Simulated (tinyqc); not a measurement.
Inside a calculation. Method: tight binding, kagome lattice. One step of it, computed by the program tinyqc.

Problem. Levels at K. Diagonalise the Hermitian matrix.

H(k) at K (eV), order A, B, C:
```
[[0.000000, 0.070000+1.593487i, 0.070000-1.593487i],
 [0.070000-1.593487i, 0.000000, 0.070000+1.593487i],
 [0.070000+1.593487i, 0.070000-1.593487i, 0.160000]]
```

Give: eigenvalues; weights |c|^2 of the basis functions.

Solution.

eigenvalues (eV): [-2.7781, 0.1931, 2.7450]

weights |c|^2 of the basis functions, order A, B, C:
```
[[0.3424, 0.3347, 0.3229],
 [0.3424, 0.3347, 0.3229],
 [0.3153, 0.3306, 0.3541]]
```
